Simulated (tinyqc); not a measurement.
Inside a calculation. Method: inverse iteration on a symmetric matrix. Computed by tinyqc, a small Python program that keeps every step. Settings: method = inverse, shift = 0.11. Command: `OMP_NUM_THREADS=1 python tinyqc.py 28077 28078 out.jsonl` (the two numbers bound the seeds that draw the settings). One thread of a shared host (Intel(R) Xeon(R) Processor @ 2.60GHz), about 0.01 s of CPU time with the checks.

## Step 1

A:
```
[[0.028000, -0.882000, 0.112000, 0.182000, 0.704000, -0.266000],
 [-0.882000, 0.258000, -0.604000, 0.255000, 0.175000, -0.064000],
 [0.112000, -0.604000, 1.205000, -0.114000, 0.310000, -0.267000],
 [0.182000, 0.255000, -0.114000, 1.211000, 0.603000, -0.269000],
 [0.704000, 0.175000, 0.310000, 0.603000, 2.327000, 0.856000],
 [-0.266000, -0.064000, -0.267000, -0.269000, 0.856000, 3.374000]]
```

vector v at the start: [0.408248, 0.408248, 0.408248, 0.408248, 0.408248, 0.408248]

shift = 0.110000

solve (A - shift) w = v; v' = w/|w| with its largest component positive (the first on a tie); lambda = v'^T A v'.

vector after step 1: [0.662075, 0.189272, -0.422255, -0.548539, -0.181555, -0.116950]

Rayleigh quotient after step 1 = 0.304373

## Step 2

As before.

vector after step 2: [-0.163945, 0.458974, 0.674961, 0.477861, -0.221549, 0.171631]

Rayleigh quotient after step 2 = 0.466692

## Step 3

As before.

vector after step 3: [-0.582589, 0.186101, 0.617987, 0.460892, -0.139428, 0.110394]

Rayleigh quotient after step 3 = 0.590777

## Course of the iteration

Stop when the residual |A v - lambda v| is below 1e-9.

Steps:
```
step      lambda  residual
1     0.30437270  1.12e+00
2     0.46669178  5.44e-01
3     0.59077698  2.75e-01
4     0.62086174  1.36e-01
5     0.62393577  7.12e-02
6     0.62088697  4.50e-02
7     0.61683436  3.56e-02
8     0.61299291  3.14e-02
9     0.60964758  2.85e-02
10    0.60684321  2.58e-02
11    0.60454919  2.32e-02
12    0.60270680  2.07e-02
13    0.60124824  1.84e-02
14    0.60010651  1.62e-02
15    0.59922065  1.42e-02
16    0.59853801  1.25e-02
17    0.59801474  1.09e-02
18    0.59761526  9.53e-03
19    0.59731122  8.31e-03
20    0.59708037  7.23e-03
21    0.59690541  6.30e-03
22    0.59677298  5.48e-03
23    0.59667284  4.76e-03
24    0.59659718  4.14e-03
25    0.59654006  3.59e-03
26    0.59649694  3.12e-03
27    0.59646441  2.71e-03
28    0.59643987  2.36e-03
29    0.59642136  2.05e-03
30    0.59640741  1.78e-03
```

all eigenvalues, for comparison: [-0.995285, 0.596365, 0.670214, 1.706843, 2.562910, 3.861953]

Not converged in 30 steps: the residual falls only by the ratio of the two smallest distances of eigenvalues from the shift, 0.87 a step.
